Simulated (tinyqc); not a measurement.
Implanted layer, carriers, mobility and sheet resistance: effect of the peak chemical concentration.

An n-type layer from the surface x = 0 to the junction xj, N(x) = N0 exp(-(x - Rp)^2/(2 sg^2)). Local neutrality (no depletion at surface or junction, no spilling of carriers), intrinsic carriers neglected, full ionisation of active dopants.

xj = Rp + sg sqrt(2 ln(N0/Nb)). Active dopant A = min(N, Ns); n = A - Nb; mobility mu = m1 + (m2 (T/300 K)^(-bt) - m1)/(1 + ((A + Nb)/Nr)^am). Dose = integral of N, carrier sheet density = integral of n, 1/Rs = q integral of n mu, mean mobility 1/(q Rs sheet density), Hall mobility (unit Hall factor) = integral of n mu^2 over integral of n mu, Hall sheet density = (integral of n mu)^2/integral of n mu^2; all from 0 to xj. Integrals on 4000 steps.

Inputs (values chosen for the exercise); values close to those of nitrogen in 4H silicon carbide over a p-type background:
- T = 400 K (temperature)
- Nb = 3.2e15 cm^-3 (background doping of the opposite type)
- m1 = 38.8 cm^2/(V s) (mobility limit at high doping)
- m2 = 951 cm^2/(V s) (mobility limit at low doping, at 300 K)
- Nr = 1.94e17 cm^-3 (reference doping of the mobility law)
- am = 0.598 (exponent of the mobility law)
- bt = 2.1 (temperature exponent of m2)
- Ns = 5.16e19 cm^-3 (solubility limit of active dopant)
- sg = 85 nm (straggle after annealing)
- Rp = 100 nm (projected range)

Constants: q = 1.602176634e-19 C. Results are converted to the units shown.

Effect of the peak chemical concentration:
```
N0 (cm^-3),xj (nm),dose (cm^-2),carriers (cm^-2),Rs (ohm/square),mean mobility (cm^2/(V s)),Rs xj (ohm nm),Hall/true sheet density
6.7e16,309.6,1.247e12,1.148e12,1.481e4,367.2,4.586e6,0.9970
1.8e17,341.3,3.367e12,3.258e12,6269,305.6,2.140e6,0.9913
4.9e17,369.6,9.182e12,9.064e12,2898,237.6,1.071e6,0.9800
1.3e18,394.6,2.438e13,2.425e13,1457,176.7,5.748e5,0.9641
3.7e18,419.2,6.939e13,6.926e13,718.6,125.4,3.013e5,0.9470
9.9e18,440.8,1.857e14,1.855e14,366.1,91.89,1.614e5,0.9389
2.7e19,461.4,5.064e14,5.063e14,176.4,69.90,8.138e4,0.9438
7.4e19,481.1,1.388e15,1.180e15,90.34,58.55,4.346e4,0.9585
2e20,499.5,3.751e15,1.450e15,75.07,57.33,3.750e4,0.9677
```

What does the comparison show?

As N0 goes from 6.7e16 to 2e20, xj rises from 310 to 499 nm, Rs falls from 14800 to 75.1 ohm/square, the mean mobility falls from 367 to 57.3 cm^2/(V s) and the share of the dose that conducts goes from 92.1 through a maximum of 100 (at N0 = 2.7e19 among the rows listed) to 38.7 %. Rs goes as dose^(-0.87) at the low end and dose^(-0.19) at the high end; constant mobility and activation would give -1. Above N0 = Ns = 5.16e19 cm^-3 added dopant only widens the clipped top. For N0 = 6.7e16 depletion at the junction, left out, would remove a tenth of the carriers or more.

tinyqc, about 0.01 s, one thread, Intel Xeon 2.30GHz (shared host): `OMP_NUM_THREADS=1 python tinyqc.py 2110053 2110054 out.jsonl`
